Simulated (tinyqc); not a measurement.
Quantum-confined Stark effect in a modulator well: one step. Estimate for hard walls. Four cases, with inputs chosen for the exercise.

Question. Second order: each level moves by -C m (e F)^2 L^4/(2c), C = (15/pi^2 - 1)/(24 pi^2), c = hbar^2/2m0, 1 kV/cm = 1e-5 eV/angstrom. It holds while e F L is no more than about twice 3 c pi^2/(m L^2).

Constants: hbar^2/2m0 = 3.80998211 eV angstrom^2.

Give: Estimate.

Case 1.

Values chosen (near those of a Ge well in SiGe, direct gap; the results hold for these values, not for the real material): L = 124 angstrom (well width); me = 0.0434 m0 (electron, well); mh = 0.219 m0 (heavy hole along z, well); F = 56 kV/cm (field).

Answer.

Estimate:
```
carrier     shift (meV)  e F L over the level spacing
electron          -0.93                          0.41
heavy hole        -4.68                          2.07
```

The hole, 5.0 times heavier, carries 83 % of the estimated shift; for hard walls second order errs by about 2 % at a ratio of 1 and 13 % at 3.

Case 2.

Values chosen (near those of an InGaAs well in InAlAs; the results hold for these values, not for the real material): L = 78 angstrom (well width); me = 0.0425 m0 (electron, well); mh = 0.352 m0 (heavy hole along z, well); F = 162 kV/cm (field).

Answer.

Estimate:
```
carrier     shift (meV)  e F L over the level spacing
electron          -1.19                          0.29
heavy hole        -9.85                          2.40
```

The hole, 8.3 times heavier, carries 89 % of the estimated shift; for hard walls second order errs by about 2 % at a ratio of 1 and 13 % at 3.

Case 3.

Values chosen (near those of a GaAs well in AlGaAs; the results hold for these values, not for the real material): L = 106 angstrom (well width); me = 0.0675 m0 (electron, well); mh = 0.367 m0 (heavy hole along z, well); F = 86 kV/cm (field).

Answer.

Estimate:
```
carrier     shift (meV)  e F L over the level spacing
electron          -1.82                          0.61
heavy hole        -9.87                          3.33
```

The hole, 5.4 times heavier, carries 84 % of the estimated shift; for it the ratio exceeds 3, so second order overstates its shift, by 13 % at a ratio of 3 and 60 % at 8.

Case 4.

Values chosen (near those of a Ge well in SiGe, direct gap; the results hold for these values, not for the real material): L = 120 angstrom (well width); me = 0.0425 m0 (electron, well); mh = 0.209 m0 (heavy hole along z, well); F = 45 kV/cm (field).

Answer.

Estimate:
```
carrier     shift (meV)  e F L over the level spacing
electron          -0.51                          0.29
heavy hole        -2.53                          1.44
```

The hole, 4.9 times heavier, carries 83 % of the estimated shift; for hard walls second order errs by about 2 % at a ratio of 1 and 13 % at 3.

Computed by tinyqc, one run a case: `OMP_NUM_THREADS=1 python tinyqc.py N N+1 out.jsonl` with N = 1250165, 1250242, 1250430, 1250456; one thread of a shared Intel(R) Xeon(R) Processor @ 2.30GHz, about 0.2 s a run at most.
